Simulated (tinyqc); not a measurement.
Slow cooling against a quench: self-consistent Fermi level with native defects, at growth and after a quench. Computed by tinyqc, a small Python program. Command: `OMP_NUM_THREADS=1 python tinyqc.py 3003094 3003095 out.jsonl scfermi walk`. One thread of a shared host (Intel(R) Xeon(R) Processor @ 2.30GHz), about 0.05 s of CPU time with the checks.

Energies are counted from the top of the valence band (VBM); when the gap shrinks with temperature the conduction band moves and the levels stay. The added dopant is taken as fully ionised. D and A draw on one reservoir with opposite signs, as the two vacancies of a compound do.

Inputs (values chosen for the exercise, for a model semiconductor):

| quantity | value | unit |
|---|---|---|
| gap E_g at 300 K | 3.36 | eV |
| slope -dE_g/dT above 300 K | 0.00022 | eV/K |
| electron mass m_e | 0.378 | m_0 |
| valleys M_c | 3 | - |
| hole mass m_h | 1.93 | m_0 |
| E_f of the neutral native donor D | 2.131 | eV |
| E_f of the neutral native acceptor A | 1.856 | eV |
| shift s of the chemical potential | 0.23 | eV |
| site density N_s | 4.9e+22 | cm^-3 |
| dopant density N_X | 1.2e+19 | cm^-3 |
| growth temperature T_g | 1500 | K |
| temperature of use T | 300 | K |

Added shallow dopant: donor.

levels of D above the VBM, most positive state first (eV): 1.66  2.32

levels of A above the VBM, (0/-1) first (eV): 1.22

Constants: m_0 = 9.1093837015e-31 kg; k_B = 1.380649e-23 J/K; h = 6.62607015e-34 J s; k_B = 8.617333262e-05 eV/K.

Method:
- E_f(D, 0) = input + s and E_f(A, 0) = input - s; E_f(q, E_F = 0) follows from the levels, eps(q/q-1) = E_f(q - 1) - E_f(q) at E_F = 0.
- E_g(T) = E_g - slope x max(0, T - 300 K).
- N_c = 2 M_c (2 pi m_e k_B T/h^2)^(3/2) and N_v = 2 (2 pi m_h k_B T/h^2)^(3/2), masses in units of m_0.
- At growth T = T_g.
- n = N_c F_1/2((E_F - E_g)/k_B T), p = N_v F_1/2(-E_F/k_B T).
- F_1/2(eta) = (2/sqrt(pi)) int_0^infinity sqrt(x)/(1 + exp(x - eta)) dx, by the trapezoid rule in t = sqrt(x) with step 0.02 up to t = 12 (for eta < -12 by exp(eta) - exp(2 eta)/2^(3/2)).
- In equilibrium c_q = N_s exp(-(E_f(q, 0) + q E_F)/k_B T).
- Net charge = p - n + sum q c_q + N_X; the log ratio is ln(positive charge/negative charge).
- E_F is the root of the log ratio, by 50 bisections between -0.5 eV and E_g + 0.5 eV.
- After a quench the totals of D and A stay as grown, and each is shared among its charge states with weights exp(-(E_f(q, 0) + q E_F)/k_B T).
- Each E_F by bisection; full equilibrium lets the defects form and vanish at every T.

E_f(q, E_F = 0) (eV): D(+2) -1.619, D(+1) 0.041, D(0) 2.361, A(0) 1.626, A(-1) 2.846

total D = 5.69822e+16 cm^-3

total A = 1.22357e+19 cm^-3

Two histories (densities in cm^-3):

| T (K) | E_F, equilibrium (eV) | n | p | all defects | E_F, frozen (eV) | n, frozen | p, frozen |
|---|---|---|---|---|---|---|---|
| 1260 | 1.9432 | 2.2677e+15 | 9.7804e+12 | 1.2014e+19 | 1.6931 | 2.2663e+14 | 9.7862e+13 |
| 1020 | 2.1152 | 4.7002e+14 | 1.4934e+10 | 1.2000e+19 | 1.6104 | 1.5075e+12 | 4.6564e+12 |
| 780 | 2.2871 | 4.1267e+13 | 4.7060e+05 | 1.2000e+19 | 1.5255 | 4.9519e+08 | 3.9217e+10 |
| 540 | 2.4591 | 5.1343e+11 | 1.8211e-03 | 1.2000e+19 | 1.4339 | 1.3886e+02 | 6.7336e+06 |
| 300 | 2.6310 | 9.9334e+06 | 4.2484e-25 | 1.2000e+19 | 1.3389 | 1.9521e-15 | 2.1619e-03 |

What follows from these numbers?

At 300 K equilibrium would leave 1.20e19 defects per cm^3 against 1.23e19 frozen in, and E_F differs by -1.292 eV. Both histories end semi-insulating. Real samples lie between, set by the temperature at which diffusion stops.
